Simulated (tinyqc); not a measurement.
# Long-channel MOSFET, surface-potential model: what changes with what

n-channel transistor on a uniformly doped p-type body, gradual-channel approximation, constant mobility, Boltzmann statistics, full ionisation. Potentials are counted from the neutral body; V is the electron quasi-Fermi potential, Vsb at the source and Vsb + Vds at the drain. Charges are magnitudes per area.

Values chosen for this exercise; material values those of a made-up semiconductor:

| symbol | value | unit | meaning |
|---|---|---|---|
| T | 250 | K | temperature |
| Eg | 1 | eV | band gap |
| eps_r | 10.7 |  | relative permittivity of the semiconductor |
| Nc | 1.98e19 | cm^-3 | conduction-band density of states at T |
| Nv | 2.15e19 | cm^-3 | valence-band density of states at T |
| Na | 3.5e17 | cm^-3 | acceptor density of the body |
| eox | 22.9 |  | relative permittivity of the gate insulator |
| tox | 12 | nm | insulator thickness |
| Vfb | -0.62 | V | flat-band voltage |
| mu | 200 | cm^2/(V s) | channel mobility |
| W | 5 | um | gate width |
| L | 5 | um | gate length |
| Vsb | 0.3 | V | source-body reverse bias |
| Vgs | 0.34 | V | gate-source voltage |
| Vds | 0.05 | V | drain-source voltage |

Constants: q = 1.602176634e-19 C, kB = 1.380649e-23 J/K, Vt = kB T/q, eps0 = 8.8541878128e-14 F/cm where lengths are in cm. Results are converted to the units shown.

Each table varies one quantity; the others keep the values above.

## Output curve

ni = sqrt(Nc Nv) exp(-Eg/(2 Vt)), Eg in volts; phiF = Vt ln(Na/ni); Cox = eps0 eox/tox; gamma = sqrt(2 q eps0 eps_r Na)/Cox. The surface potential psi at channel potential V solves Vgs + Vsb - Vfb - psi = gamma sqrt(G), G = psi - Vt + Vt exp((psi - 2 phiF - V)/Vt). Charge sheet: Qi = Cox gamma [sqrt(G) - sqrt(psi - Vt)]; I = mu (W/L) [integral of Qi dpsi from psi_0 to psi_L (drift) + Vt (Qi0 - QiL) (diffusion)], with psi_0 at V = Vsb and psi_L at V = Vsb + Vds. Pao-Sah: Qi(V) = (Cox gamma/2) integral from 3 Vt to psi of exp((u - 2 phiF - V)/Vt)/sqrt(G(u, V)) du, and I = mu (W/L) integral of Qi dV from Vsb to Vsb + Vds. Square law: VT = Vfb + 2 phiF + gamma sqrt(2 phiF + Vsb), m = 1 + gamma/(2 sqrt(2 phiF + Vsb)), I = mu Cox (W/L) [(Vgs - VT) v - m v^2/2] with v the smaller of Vds and (Vgs - VT)/m, and zero below VT.

In this table Vgs = 0.71 V.

Output curve:
```
Vds (V),psi_L (V),QiL (nC/cm^2),"I, charge sheet (uA)","I, Pao-Sah (uA)","I, square law (uA)"
0.05,1.274,237.4,2.684,2.783,4.627
0.1,1.314,163.2,4.625,4.797,8.332
0.15,1.351,95.36,5.874,6.093,11.11
0.2,1.381,40.17,6.521,6.761,12.98
0.24,1.396,12.90,6.717,6.962,13.80
0.29,1.402,1.705,6.775,7.020,14.04
0.34,1.403,0.1743,6.781,7.027,14.04
0.39,1.403,0.01718,6.782,7.028,14.04
0.44,1.403,0.001688,6.782,7.028,14.04
```

What does the table show?

The Pao-Sah current rises from 2.78 to 7.03 uA, while the charge at the drain end falls from 237 to 0.00169 nC/cm^2. The current first comes within 1 % of its last value at Vds = 0.24 V among the rows listed; the square law saturates at (Vgs - VT)/m = 0.276 V. Over the last two rows psi_L moves by less than 1 mV: the drain has lost hold of the surface potential, so the current no longer grows. In the last row the charge sheet is 3.5 % below Pao-Sah and the square law 100 % above it. In every row the surface electron density at the source passes 0.3 Nc, where degeneracy and quantisation, left out here, matter.

## Transfer curve from weak to strong inversion

Same model as above.

gm = dI/dVgs of the charge-sheet current.

Results:
```
Vgs (V),"I, charge sheet (uA)","I, Pao-Sah (uA)",drift share (%),gm/I (1/V),"I, square law (uA)"
0.21,3.386e-6,3.427e-6,0.001195,41.69,0
0.39,0.006218,0.006288,2.132,41.09,0
0.56,0.7887,0.8179,67.51,13.30,2.092
0.73,2.964,3.072,88.52,4.762,4.965
0.91,5.611,5.783,93.56,2.698,8.006
1.09,8.383,8.601,95.58,1.862,11.05
1.44,13.94,14.21,97.28,1.152,16.96
1.61,16.68,16.98,97.72,0.9702,19.83
```

Estimate the missing row, Vgs = 1.26 V.

Computed row:
```
Vgs (V),"I, charge sheet (uA)","I, Pao-Sah (uA)",drift share (%),gm/I (1/V),"I, square law (uA)"
1.26,11.06,11.31,96.61,1.435,13.92
```

With this row back in the table: The charge-sheet current rises from 3.39e-6 to 16.7 uA. In the first row gm/I is 41.7 1/V, a swing of 55.2 mV a decade, against Vt ln 10 = 49.6 mV a decade for an ideal gate; in the last it is 0.970 1/V. Drift passes half of the current at Vgs = 0.56 V among the rows listed (VT = 0.409 V). The charge sheet departs most from Pao-Sah at Vgs = 0.56 V, where it is 3.6 % below it. In the last row the square law is 17 % above Pao-Sah. For Vgs = 0.56 to 1.61 V the surface electron density at the source passes 0.3 Nc, where degeneracy and quantisation, left out here, matter.

## Effect of the acceptor density of the body

VT = Vfb + 2 phiF + gamma sqrt(2 phiF + Vsb), m = 1 + gamma/(2 sqrt(2 phiF + Vsb)). The swing is 20 mV/log10[I(VT - 0.14 V)/I(VT - 0.16 V)] of the charge-sheet current at the given Vds.

Effect of the acceptor density of the body:
```
Na (cm^-3),gamma (V^0.5),VT (V),m,swing (mV/decade),"I at Vgs, Vds (uA)"
3.5e16,0.06101,0.1669,1.030,51.89,0.7216
6.5e16,0.08314,0.2171,1.041,52.43,0.3626
1.2e17,0.1130,0.2755,1.054,53.16,0.09410
2.2e17,0.1529,0.3451,1.073,54.13,0.008643
4.1e17,0.2088,0.4332,1.098,55.47,3.125e-4
7.6e17,0.2843,0.5436,1.132,57.26,5.734e-6
1.4e18,0.3858,0.6839,1.177,59.63,5.134e-8
```

As Na goes from 3.5e16 to 1.4e18 cm^-3, VT rises from 0.167 to 0.684 V, the swing rises from 51.9 to 59.6 mV a decade and the current falls from 0.722 to 5.13e-8 uA. The swing is 1.5 % above m Vt ln 10 in the first row and 2.1 % above it in the last. The gate voltage is below VT in 4 of the 7 rows.

Computed by the program tinyqc: `OMP_NUM_THREADS=1 python tinyqc.py 2360067 2360068 out.jsonl`, one thread of a shared Intel Xeon 2.30GHz, about 0.05 s for the whole run.
